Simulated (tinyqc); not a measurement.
Rapid thermal processing of a wafer: radiative balance, ramp and cooling, pattern effects, pyrometer error and spike budget: one step, computed by the program tinyqc. Command: `OMP_NUM_THREADS=1 python tinyqc.py 3114225 3114226 out.jsonl rtp walk`. One thread of a shared host (Intel(R) Xeon(R) Processor @ 2.30GHz), about 0.04 s of CPU time with the checks.

The wafer is opaque and uniform through its thickness unless said otherwise; temperatures in formulas are in kelvin (C + 273.15). sigma = 5.670374419e-12 W/(cm^2 K^4).

Task: Pattern effect. At steady state a sinusoidal change of absorbed power of relative amplitude a and period p gives the temperature amplitude a q/(dq/dT + k d (2 pi/p)^2); healing length l = sqrt(k d/(dq/dT)); process change = E_a dT/(k_B T^2). Emissivity is taken as unchanged.

Inputs (values chosen for the exercise, modelled on a hot silicon wafer):

| quantity | value | unit |
|---|---|---|
| wafer thickness d | 775 | micrometre |
| thermal conductivity k | 0.3 | W/(cm K) |
| wall temperature T_w | 350 | K |
| process temperature | 1030 | C |
| relative change of absorptivity over a pattern | 5.1 | % |
| period of the pattern | 7.1 | mm |
| activation energy of the process E_a | 4 | eV |

dq/dT = 50.48737 mW/(cm^2 K)

holding power q = 20.45144 W/cm^2

Constants: k_B = 8.617333262e-05 eV/K.

Give: healing length l; amplitude without lateral conduction; amplitude; change of the process rate.

Result:

healing length l = 6.786 mm

amplitude without lateral conduction = 20.66 K

amplitude = 0.5574 K

change of the process rate = 1.524 %

Lateral conduction cuts the amplitude to 2.7 %, since p/(2 pi l) = 0.17.
